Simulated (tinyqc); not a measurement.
Current crowding under a contact, resistor ladder against the transmission-line model: one step of the calculation.

A metal contact of length d and width W on a thin layer of the same width. The metal has no resistance, the sheet resistance under it equals Rsh, and current enters the layer at the front edge x = 0.

Question. The transmission-line result. Transfer length Lt = sqrt(rc/Rsh); front resistance Rc = (Rsh Lt/W) coth(d/Lt); end resistance Re = (Rsh Lt/W)/sinh(d/Lt). v(x) = I (Rsh Lt/W) cosh((d - x)/Lt)/sinh(d/Lt) at the cell centres x = (i - 1/2) d/n.

Values chosen for this exercise:
```
symbol,value,unit,meaning
Rsh,1800,ohm/sq,sheet resistance of the semiconductor layer
rc,8.1e-8,ohm cm^2,specific contact resistivity
d,0.037,um,contact length
W,2.5,um,contact width
n,9,,cells
I,2,mA,current
```

Wanted: Lt; Rc; Re; v(x).

Answer.

Lt = 0.06708 um
Rc = 96.27 ohm
Re = 83.28 ohm
v(x), cell 1 to 9 (mV): 189.7  184.5  180.0  176.1  172.9  170.4  168.5  167.3  166.6

The ladder's Rc is 0.060 % above this value, with cells 0.061 Lt long.

Program tinyqc, `OMP_NUM_THREADS=1 python tinyqc.py 2760171 2760172 out.jsonl`; Intel Xeon 2.30GHz, shared host, one thread, about 0.01 s.
